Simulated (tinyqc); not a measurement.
Q-state Potts model on a small periodic square lattice: enumeration, Metropolis, heat-bath and Wolff steps: one step, computed by the program tinyqc.

E = -J x (number of nearest-neighbour bonds with equal states); n x n sites with periodic edges have 2 n^2 bonds. Order parameter m = (q f - 1)/(q - 1), f being the largest share of one state. Sites are numbered row by row from 0. Here q = 3 and n = 3.

Task: Eight single-site steps. Site = floor(r1 n^2). State c is drawn with probability exp(K k_c)/sum exp(K k), k_c the number of neighbours in state c: the first c whose cumulative probability reaches r2; r3 is not used.

Inputs (values chosen for the exercise, for a model of domains or grain orientations): temperature T = 420 K.

Update: heat bath.

start states:
```
,1,2,3
1,2,2,2
2,0,1,0
3,1,0,2
```

random numbers, one row a step:
```
,1,2,3
1,0.0275,0.0861,0.2901
2,0.1462,0.3943,0.4388
3,0.8402,0.8189,0.8805
4,0.3945,0.9157,0.3870
5,0.1988,0.2236,0.9794
6,0.9810,0.5807,0.5580
7,0.7303,0.1858,0.1805
8,0.4802,0.5986,0.6538
```

K = 1.215711

Give: the table «Steps» with the columns old, neighbours in each state, P(old), P(new), new; states afterwards.

Result:

Steps:
```
site,old,neighbours in each state,P(old),P(new),new
0,2,1 1 2,0.6277,0.1861,0
1,2,2 1 1,0.1861,0.6277,0
7,0,1 2 1,0.1861,0.1861,2
3,0,2 2 0,0.4789,0.4789,1
1,0,1 1 2,0.1861,0.1861,1
8,2,1 1 2,0.6277,0.6277,2
6,1,1 1 2,0.1861,0.1861,0
4,1,1 2 1,0.6277,0.6277,1
```

states afterwards:
```
,1,2,3
1,0,1,2
2,1,1,0
3,0,2,2
```
